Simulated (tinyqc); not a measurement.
LDA (VWN5) atom on a uniform radial grid, spin-unpolarised, for Li, step by step. Computed by tinyqc, a small Python program that keeps every step. Settings: Z = 3, points = 128, R = 14.8, functional = lda,vwn, mixing = 0.2, iteration cap = 84. Command: `OMP_NUM_THREADS=1 python tinyqc.py 20106 20107 out.jsonl` (the two numbers bound the seeds that draw the settings). One thread of a shared host (Intel(R) Xeon(R) Processor @ 2.60GHz), about 0.5 s of CPU time with the checks. Later iterations appear only in the table of the cycle.

## Iteration 1

Spherical atom on a uniform radial grid r_j = j h with h = R/(N + 1), h sum u^2 = 1 and integrals as h times sums, u(0) = u(R) = 0 (atomic units):
```
parameter            value
Z                        3
points N               128
R                14.800000
h                 0.114729
mixing            0.200000
electrons in 1s          2
electrons in 2s          1
```

Three-point differences turn -u''/2 + [l(l+1)/2r^2 - Z/r + V] u = e u into a tridiagonal matrix (diagonal 1/h^2 + potential, off-diagonal -1/2h^2). D = sum f u^2; the Hartree potential y/r solves y'' = -D/r with y(0) = 0, y(R) = N_e; v_xc comes from rho = D/(4 pi r^2); E = sum f e - int D V + int D (V_H/2 + eps_xc); V(new) = V + mixing (V_H + v_xc - V).

eigenvalues (hartree): 1s -4.374082, 2s -1.116792

Every 8th grid point:
```
r              V in     u(1s)      u(2s)         D       V_H       v_xc
0.917829   0.000000  0.622196  -0.307980  0.869108  2.705487  -0.487260
1.835659   0.000000  0.083477  -0.751687  0.578971  1.558699  -0.281498
2.753488   0.000000  0.008400  -0.513351  0.263670  1.080377  -0.173855
3.671318   0.000000  0.000751  -0.250777  0.062890  0.816179  -0.095380
4.589147   0.000000  0.000063  -0.104063  0.010829  0.653623  -0.049338
5.506977   0.000000  0.000005  -0.039174  0.001535  0.544755  -0.024465
6.424806   0.000000  3.97e-07  -0.013820  0.000191  0.466939  -0.011693
7.342636   0.000000  3.04e-08  -0.004654  0.000022  0.408573  -0.005414
8.260465   0.000000  2.30e-09  -0.001514  2.29e-06  0.363176  -0.002443
9.178295   0.000000  1.71e-10  -0.000479  2.29e-07  0.326858  -0.001081
10.096124  0.000000  1.26e-11  -0.000148  2.20e-08  0.297144  -0.000471
11.013953  0.000000         0  -0.000045  2.04e-09  0.272382  -0.000203
11.931783  0.000000         0  -0.000014  1.83e-10  0.251429  -0.000087
12.849612  0.000000         0  -3.98e-06  1.59e-11  0.233470  -0.000037
13.767442  0.000000         0  -1.10e-06         0  0.217905   0.000000
14.685271  0.000000         0  -9.05e-08         0  0.204286   0.000000
```

total energy = -6.67576495 hartree

## Iteration 2

As before.

eigenvalues (hartree): 1s -3.741185, 2s -0.850075

Every 8th grid point:
```
r              V in     u(1s)      u(2s)         D       V_H       v_xc
0.917829   0.443645  0.647036  -0.235585  0.892812  2.655519  -0.491326
1.835659   0.255440  0.099628  -0.715954  0.532442  1.536792  -0.274432
2.753488   0.181304  0.011772  -0.561977  0.316095  1.074590  -0.183582
3.671318   0.144160  0.001248  -0.315664  0.099647  0.815096  -0.109417
4.589147   0.120857  0.000125  -0.151041  0.022814  0.653456  -0.061678
5.506977   0.104058  0.000012  -0.065773  0.004326  0.544732  -0.033525
6.424806   0.091049  1.13e-06  -0.026924  0.000725  0.466937  -0.017683
7.342636   0.080632  1.04e-07  -0.010551  0.000111  0.408572  -0.009084
8.260465   0.072147  9.42e-09  -0.004003  0.000016  0.363176  -0.004563
9.178295   0.065156  8.47e-10  -0.001481  2.19e-06  0.326858  -0.002250
10.096124  0.059335  7.54e-11  -0.000537  2.88e-07  0.297144  -0.001094
11.013953  0.054436         0  -0.000192  3.67e-08  0.272382  -0.000526
11.931783  0.050269         0  -0.000067  4.54e-09  0.251429  -0.000251
12.849612  0.046687         0  -0.000023  5.39e-10  0.233470  -0.000118
13.767442  0.043581         0  -0.000007  5.41e-11  0.217905  -0.000053
14.685271  0.040857         0  -6.50e-07         0  0.204286   0.000000
```

total energy = -6.82975905 hartree

## Iteration 3

As before.

eigenvalues (hartree): 1s -3.260623, 2s -0.655324

Every 8th grid point:
```
r              V in     u(1s)      u(2s)         D       V_H       v_xc
0.917829   0.787755  0.666036  -0.180260  0.919701  2.611804  -0.495850
1.835659   0.456824  0.114332  -0.671810  0.477473  1.515174  -0.265514
2.753488   0.323245  0.015369  -0.590825  0.349547  1.067510  -0.189215
3.671318   0.256464  0.001868  -0.371867  0.138292  0.813415  -0.120661
4.589147   0.215041  0.000215  -0.199828  0.039931  0.653124  -0.072908
5.506977   0.185488  0.000024  -0.097973  0.009599  0.544674  -0.042642
6.424806   0.162690  2.60e-06  -0.045270  0.002049  0.466927  -0.024323
7.342636   0.144403  2.78e-07  -0.020074  0.000403  0.408571  -0.013576
8.260465   0.129440  2.93e-08  -0.008636  0.000075  0.363175  -0.007435
9.178295   0.117046  3.07e-09  -0.003630  0.000013  0.326858  -0.004007
10.096124  0.106678  3.19e-10  -0.001498  2.24e-06  0.297144  -0.002132
11.013953  0.097920  3.29e-11  -0.000609  3.71e-07  0.272382  -0.001122
11.931783  0.090451         0  -0.000244  5.95e-08  0.251429  -0.000585
12.849612  0.084020         0  -0.000095  9.09e-09  0.233470  -0.000300
13.767442  0.078435         0  -0.000034  1.13e-09  0.217905  -0.000144
14.685271  0.073543         0  -3.13e-06         0  0.204286  -0.000029
```

total energy = -6.93055529 hartree

## Convergence

Stop when input and output potentials agree to 1e-7.

Course of the cycle (hartree):
```
iteration            E      e(1s)      e(2s)  largest |V(out) - V(in)|
1          -6.67576495  -4.374082  -1.116792                  4.28e+00
2          -6.82975905  -3.741185  -0.850075                  3.24e+00
3          -6.93055529  -3.260623  -0.655324                  2.45e+00
4          -6.99545319  -2.896370  -0.512664                  1.84e+00
5          -7.03665037  -2.620783  -0.407795                  1.37e+00
6          -7.06249411  -2.412686  -0.330430                  1.02e+00
7          -7.07854935  -2.255876  -0.273154                  7.57e-01
8          -7.08844511  -2.137971  -0.230611                  5.59e-01
9          -7.09450587  -2.049522  -0.198917                  4.11e-01
10         -7.09819929  -1.983328  -0.175245                  3.01e-01
11         -7.10044154  -1.933911  -0.157526                  2.22e-01
...                ...        ...        ...                       ...
66         -7.10387677  -1.795366  -0.104431                  7.76e-07
67         -7.10387677  -1.795366  -0.104431                  6.31e-07
68         -7.10387677  -1.795366  -0.104431                  5.13e-07
69         -7.10387677  -1.795366  -0.104431                  4.16e-07
70         -7.10387677  -1.795366  -0.104431                  3.38e-07
71         -7.10387677  -1.795366  -0.104431                  2.75e-07
72         -7.10387677  -1.795366  -0.104431                  2.24e-07
73         -7.10387677  -1.795366  -0.104431                  1.83e-07
74         -7.10387677  -1.795366  -0.104431                  1.49e-07
75         -7.10387677  -1.795366  -0.104431                  1.21e-07
76         -7.10387677  -1.795366  -0.104431                  9.88e-08
```

Converged in 76 iterations. A uniform grid resolves the cusp poorly: for a bare nucleus this grid gives 1s at -4.37408 against -Z^2/2 = -4.5 hartree. Before convergence this energy mixes input and output and is not variational, so it may rise towards its limit.
